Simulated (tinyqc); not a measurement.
What moves the results: hole subbands of a hard-walled well, four-band Luttinger model. A value that a table varies takes the place of the one given here.

Hole energies are counted downwards from the unstrained band edge, c = hbar^2/2m0. After the usual block transformation one block is H = [[P + Q - Zs, R - i S], [R + i S, P - Q + Zs]] in (heavy, light), with P +/- Q = c [(g1 +/- g2) k^2 + (g1 -/+ 2 g2) kz^2], R = sqrt(3) c gR k^2, S = 2 sqrt(3) c g3 k kz, kz = -i d/dz; axial approximation gR = (g2 + g3)/2. Zs = b (e_par - e_perp) is the shear part of the strain (the hydrostatic part shifts all levels alike and is left out). Basis sqrt(2/L) sin(n pi z/L), n = 1 to N, for each component: kz^2 gives (n pi/L)^2 and the heavy-light block is R delta_nm - 2 sqrt(3) c g3 k D_nm with D_nm = 4 n m/(L (n^2 - m^2)) for n + m odd, 0 otherwise. The other block has the same levels. The split-off band is left out.

Constants: hbar^2/2m0 = 3.80998211 eV angstrom^2.

Values chosen for the exercise (near those of GaAs; the results hold for these values, not for the real material): g1 = 6.88 (Luttinger gamma1); g2 = 2.04 (gamma2); g3 = 2.95 (gamma3); L = 165 angstrom (well width along [001]); Zs = 0 eV (shear strain energy); k = 0.0139 1/angstrom (wave vector in the plane); Zlist = (-0.0144, -0.0096, -0.0064, -0.0019, 0, 0.0072, 0.0181) eV (shear strain energies (negative: tension in the plane, for b < 0)).

## Which coupling does what

N = 20, at the given k. Diagonal: R = S = 0. Along [100] and [110] gR is g2 and g3 instead of their mean.

Hole energies (meV):

| model | E1 | E2 | E3 | E4 |
|---|---|---|---|---|
| diagonal | 10.43 | 18.70 | 22.04 | 41.37 |
| R alone | 9.35 | 19.78 | 21.80 | 41.27 |
| S alone | 8.79 | 10.54 | 27.33 | 31.76 |
| axial | 7.30 | 11.55 | 27.56 | 31.73 |
| [100] | 7.69 | 11.32 | 27.48 | 31.74 |
| [110] | 6.90 | 11.77 | 27.66 | 31.72 |

The couplings move E1 by -3.13 meV: R alone by -1.08, S alone by -1.64, so S matters more at k L/pi = 0.73 (R grows as k^2 and joins equal n, S as k and joins n of opposite parity). Warping spreads E1 by 0.79 meV between [100] and [110], the hole being heavier along [110]; the axial value lies between them.

## Strain

N = 20. dE is the rise of the top subband from k = 0 to k1 = pi/(4L), m1 = c k1^2/dE (dash if dE is not positive), and the heavy weight is taken at k = pi/L.

Top subband:

| Zs (eV) | HH1 (meV) | LH1 (meV) | dE (meV) | heavy weight | m1 (m0) |
|---|---|---|---|---|---|
| -0.0144 | 18.3 | 0.7 | 0.083 | 0.132 | 1.045 |
| -0.0096 | 13.5 | 5.5 | -0.071 | 0.209 | - |
| -0.0064 | 10.3 | 8.7 | -0.309 | 0.293 | - |
| -0.0019 | 5.8 | 13.2 | 0.569 | 0.473 | 0.152 |
| 0.0000 | 3.9 | 15.1 | 0.588 | 0.570 | 0.147 |
| 0.0072 | -3.3 | 22.3 | 0.629 | 0.858 | 0.137 |
| 0.0181 | -14.2 | 33.2 | 0.663 | 0.955 | 0.130 |

HH1 and LH1 cross at Zs = -2 c g2 (pi/L)^2 = -0.0056 eV; for more negative Zs the light hole is on top. Among the rows with HH1 on top, m1 goes from 0.152 to 0.130 m0 as the splitting widens from 7 to 47 meV, against the unmixed 1/(g1 + g2) = 0.112: compression lightens the holes here. A dash marks a top subband whose hole energy at k1 lies below that at k = 0: an electron-like (negative) mass. m1 describes the neighbourhood of k = 0 only; where HH1 and LH1 lie close, the band may peak further out.

## What each parameter does

N = 20; the three lowest hole energies at the given k and the heavy weight of the lowest. Each row changes one parameter from the base and keeps the others.

Results:

| case | E1 (meV) | E2 (meV) | E3 (meV) | heavy weight |
|---|---|---|---|---|
| base | 7.30 | 11.55 | 27.56 | 0.778 |
| g1 = 7.43 | 8.67 | 13.70 | 30.15 | 0.802 |
| g2 = 1.84 | 7.71 | 12.19 | 28.49 | 0.774 |
| g3 = 2.71 | 7.77 | 12.27 | 27.18 | 0.808 |
| L = 155 angstrom | 8.07 | 12.86 | 30.19 | 0.824 |
| Zs = -0.01 eV | 4.84 | 18.01 | 31.94 | 0.142 |
| k = 0.0181 1/angstrom | 7.77 | 13.44 | 31.38 | 0.594 |

The largest shifts from the base row, up to three for each result and ties (the steps differ in size, so this ranks the rows, not the parameters). E1 (meV): Zs -2.46, g1 +1.37, L +0.76. E2 (meV): Zs +6.46, g1 +2.14, k +1.89. E3 (meV): Zs +4.38, k +3.82, L +2.63. heavy weight: Zs -0.636, k -0.183, L +0.047.

Run: tinyqc, `OMP_NUM_THREADS=1 python tinyqc.py 1282359 1282360 out.jsonl`; Intel(R) Xeon(R) Processor @ 2.30GHz, one thread, shared host; about 0.1 s of CPU time with all checks.
